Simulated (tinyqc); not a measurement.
## Thermal resistances of a two-die stack

Problem. Heat leaves through the lower die only, and the system is linear. Find the resistance R1 from the lower die to the coolant, R2 between the dies, and the rise of the upper die when both are powered.

Inputs (values chosen for the exercise): power of the lower die P1 = 34 W; power of the upper die P2 = 24 W.

rises of the lower and upper die with only the lower one powered (K): [22.1, 22.1]
rises of the lower and upper die with only the upper one powered (K): [15.6, 23.52]

Answer. With only the lower die powered no heat crosses R2, so both dies rise by P1 R1; the difference in the second test is P2 R2; rises add.

R1 = 0.650 K/W
R2 = 0.330 K/W
rise of the upper die = 45.6 K

tinyqc, about 0.02 s, one thread, Intel Xeon 2.30GHz (shared host): `OMP_NUM_THREADS=1 python tinyqc.py 2162207 2162208 out.jsonl`
